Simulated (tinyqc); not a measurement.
# Band bending at a free surface with a continuum of surface states, surface photovoltage and Kelvin probe: effects of single changes

n-type bulk, xi = Ec - EF = Vt ln(Nc/Nd), p0 = ni^2/Nd, ni = sqrt(Nc Nv) exp(-Eg/(2 Vt)), Eg in volts. b is the upward band bending, u = b/Vt. Space charge per area, in units of q: Qc = sign(b) sqrt((2 eps0 eps_r Vt/q) [(Nd + dn)(exp(-u) - 1) + Nd u + (p0 + dn)(exp(u) - 1)]), with dn the excess density under light (flat quasi-Fermi levels; 0 in the dark). The states hold -Ds (E0 - xi - b): negative while the Fermi level lies above the neutrality level. Neutrality: Qc + Qf + (charge of the states) = 0.

Parameters, values chosen for the exercise; band and dielectric values those of a made-up semiconductor:
- T = 350 K (temperature)
- Eg = 1.1 eV (band gap)
- eps_r = 11.8 (relative permittivity)
- Nc = 3.7e19 cm^-3 (conduction-band density of states at T)
- Nv = 2.89e19 cm^-3 (valence-band density of states at T)
- chi = 4.02 eV (electron affinity)
- Nd = 7.5e15 cm^-3 (donor density)
- Qf = 0 cm^-2 (fixed positive charge at the surface)
- pt = 4.57 eV (work function of the probe tip)
- Ds = 6.3e12 cm^-2 eV^-1 (density of surface states)
- E0 = 0.46 eV (depth of their neutrality level below the conduction edge)

Constants: q = 1.602176634e-19 C, kB = 1.380649e-23 J/K, Vt = kB T/q, eps0 = 8.8541878128e-14 F/cm where lengths are in cm. Results are converted to the units shown.

Each table varies one quantity; the others keep the values above.

## Photovoltage against injection

Under chopped light the surface charge keeps its dark value, so b falls to bL with Qc(bL, dn) = Qc(b, 0); the photovoltage is b - bL.

Result of one run:
```
dn (cm^-3)	bL (V)	photovoltage (mV)	share of b removed (%)
8.8e8	0.18404	0.0015775	8.5712e-4
```

What becomes of these results when the excess carrier density under light dn is changed from 8.8e8 to 9.5e6 cm^-3, all else the same?

Result of the changed run:
```
dn (cm^-3)	bL (V)	photovoltage (mV)	share of b removed (%)
9.5e6	0.18404	1.7030e-5	9.2534e-6
```

The whole series:
```
dn (cm^-3)	bL (V)	photovoltage (mV)	share of b removed (%)
9.5e6	0.18404	1.7030e-5	9.2534e-6
9.1e7	0.18404	1.6313e-4	8.8638e-5
8.8e8	0.18404	0.0015775	8.5712e-4
8.4e9	0.18403	0.015051	0.0081779
8.1e10	0.18390	0.14451	0.078519
7.8e11	0.18270	1.3374	0.72669
7.5e12	0.17432	9.7262	5.2847
7.2e13	0.14681	37.231	20.230
6.9e14	0.10331	80.732	43.866
6.7e15	0.056088	127.95	69.524
6.4e16	0.022313	161.73	87.876
```

The photovoltage rises from 1.70e-5 to 162 mV, towards the full b = 184 mV. Its steepest rise is 47.8 mV a decade (Vt ln 10 = 69.4 mV), and it reaches 87.9 % of b in the last row: even strong light does not flatten the bands fully, so a saturation reading understates b. For dn = 6.4e16 the injection is high, and a Dember voltage, left out here, adds to the signal.

## Kelvin-probe contrast of the doping

Same model as above.

Work function chi + xi + b; contact potential difference CPD = (work function of the sample) - pt. b solves the neutrality condition in the dark.

Kelvin-probe contrast of the doping:
```
Nd (cm^-3)	xi (eV)	b (V)	CPD (mV)
1.9e14	0.3673	0.09069	-91.97
7.6e14	0.3255	0.1295	-94.99
3.1e15	0.2831	0.1651	-101.7
1.3e16	0.2399	0.1937	-116.4
5.2e16	0.1981	0.2070	-145.0
2.1e17	0.1560	0.1968	-197.2
8.8e17	0.1128	0.1562	-281.0
3.6e18	0.07027	0.1000	-379.7
```

Read the table: what changes, and by how much?

xi falls by 297 mV over the table and the CPD by 288 mV; b goes from 0.0907 through a maximum of 0.207 (at Nd = 5.2e16 cm^-3 among the rows listed) to 0.100 V. Between the first two rows the CPD follows 7.23 % of the change of xi, and between the last two 232 %. It is below 100 % where b rises with the doping (pinning hides it). It exceeds 100 % where b falls as the doping rises.

## Pinning by the surface states

Same model as above.

Result of one run:
```
Ds (cm^-2 eV^-1)	b (V)	xi + b (eV)	Qc (cm^-2)
5.1e11	0.07286	0.3293	6.664e10
```

What becomes of these results when the density of surface states Ds is changed from 5.1e11 to 6.7e10 cm^-2 eV^-1, all else the same?

Result of the changed run:
```
Ds (cm^-2 eV^-1)	b (V)	xi + b (eV)	Qc (cm^-2)
6.7e10	0.01074	0.2672	1.292e10
```

The whole series:
```
Ds (cm^-2 eV^-1)	b (V)	xi + b (eV)	Qc (cm^-2)
2.4e10	0.003843	0.2603	4.792e9
6.7e10	0.01074	0.2672	1.292e10
1.8e11	0.02861	0.2851	3.148e10
5.1e11	0.07286	0.3293	6.664e10
1.4e12	0.1321	0.3886	1.000e11
3.9e12	0.1732	0.4297	1.183e11
1.1e13	0.1921	0.4486	1.259e11
2.9e13	0.1991	0.4556	1.286e11
8.1e13	0.2019	0.4584	1.296e11
```

b rises from 0.00384 to 0.202 V. The Fermi level moves towards E0 = 0.46 eV and is within 1.60 meV of it in the last row; it is half-way there at the Ds that solves Ds b = Qc(b) + Qf with b = (E0 - xi)/2, 8.28e11 cm^-2 eV^-1.

Computed by the program tinyqc: `OMP_NUM_THREADS=1 python tinyqc.py 2430049 2430050 out.jsonl`, one thread of a shared Intel Xeon 2.30GHz, about 0.01 s for the whole run.
